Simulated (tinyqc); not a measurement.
Free and trapped electrons in a MOS channel with a dense trap tail: two steps of the calculation.

p-type body, charge-sheet picture, full ionisation (an idealisation for deep acceptors), Boltzmann statistics for free electrons. e = Ec - EF at the surface. Acceptor-like traps of density D(E) = D0 + De exp(-E/Ew) at depth E below Ec, from 0 to Eu, hold n_t = integral of D(E)/(1 + exp((e - E)/Vt)). psi = Eg - Vt ln(Nv/Na) - e; N_dep = sqrt(2 eps0 eps_r Na (psi - Vt)/q); n_f = sqrt(N_dep^2 + 2 eps0 eps_r Vt Nc exp(-e/Vt)/q) - N_dep; Vg = Vfb + psi + q (N_dep + n_t + n_f)/Cox, Cox = eps0 eox/tox.

Parameters, values chosen for the exercise; band and dielectric values close to those of 4H silicon carbide: temperature T = 300 K; band gap Eg = 3.23 eV; relative permittivity eps_r = 9.85; conduction-band density of states at T Nc = 1.68e19 cm^-3; valence-band density of states at T Nv = 2.46e19 cm^-3; relative permittivity of the insulator eox = 3.9; insulator thickness tox = 40 nm; acceptor density Na = 6.7e16 cm^-3; flat-band voltage without trapped charge Vfb = -2.2 V; constant background density of acceptor-like traps D0 = 4e10 cm^-2 eV^-1; density of the tail at the conduction edge De = 1.2e13 cm^-2 eV^-1; decay energy of the tail Ew = 0.13 eV; depth below Ec down to which the traps reach Eu = 0.86 eV; mobility of free electrons mf = 100 cm^2/(V s); Ec - EF at the surface e = 0.129 eV.

Constants: q = 1.602176634e-19 C, kB = 1.380649e-23 J/K, Vt = kB T/q, eps0 = 8.8541878128e-14 F/cm where lengths are in cm. Results are converted to the units shown.

Problem 1. Trapped charge. Trapezoid rule on 15 equal steps from 0 to Eu, f = 1/(1 + exp((e - E)/Vt)).

Give: E; D(E) f; n_t.

Solution 1.

| point | E (eV) | D(E) f (cm^-2 eV^-1) |
|---|---|---|
| 0 | 0 | 8.1391e10 |
| 1 | 0.057333 | 4.5667e11 |
| 2 | 0.11467 | 1.8268e12 |
| 3 | 0.17200 | 2.7203e12 |
| 4 | 0.22933 | 2.0537e12 |
| 5 | 0.28667 | 1.3598e12 |
| 6 | 0.34400 | 8.9086e11 |
| 7 | 0.40133 | 5.8755e11 |
| 8 | 0.45867 | 3.9229e11 |
| 9 | 0.51600 | 2.6666e11 |
| 10 | 0.57333 | 1.8582e11 |
| 11 | 0.63067 | 1.3382e11 |
| 12 | 0.68800 | 1.0036e11 |
| 13 | 0.74533 | 7.8835e10 |
| 14 | 0.80267 | 6.4986e10 |
| 15 | 0.86000 | 5.6075e10 |

n_t = 6.4140e11 cm^-2

Problem 2. Charges and gate voltage. psi, N_dep, n_f and Vg as defined, with the n_t given; free share n_f/(n_f + n_t); apparent mobility mf n_f/(n_f + n_t); gate voltage spent on traps q n_t/Cox.

n_t = 6.4139695e11 cm^-2

Give: psi; N_dep; n_f; Vg; free share; apparent mobility; gate voltage spent on traps.

Solution 2.

psi = 2.9483 V
N_dep = 1.4600e12 cm^-2
n_f = 1.0979e10 cm^-2
Vg = 4.6688 V
free share = 1.6830 %
apparent mobility = 1.6830 cm^2/(V s)
gate voltage spent on traps = 1.1904 V

Program tinyqc, `OMP_NUM_THREADS=1 python tinyqc.py 2222086 2222087 out.jsonl`; Intel Xeon 2.30GHz, shared host, one thread, about 0.02 s.
